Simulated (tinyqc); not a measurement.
Core-level spacing from the offsets.

Inverse problem. For an overlayer B on a substrate A, dEv = (iB - iA) - (cB - vB) + (cA - vA) in binding energies, and dEc + dEv = EgB - EgA. Find dEv and the spacing iB - iA that a thin film must show.

Values chosen for this exercise:

| symbol | value | unit | meaning |
|---|---|---|---|
| EgA | 1.39 | eV | gap of the substrate A |
| EgB | 9.09 | eV | gap of the overlayer B |

dEc = 3.3402825 eV
cA - vA = 49.679718 eV
cB - vB = 21.06 eV

Solution. The gaps give dEv, and the Kraut relation is solved for the spacing.

dEv = 4.3597 eV
iB - iA = -24.260 eV

tinyqc, about 0.01 s, one thread, Intel Xeon 2.30GHz (shared host): `OMP_NUM_THREADS=1 python tinyqc.py 2410015 2410016 out.jsonl`
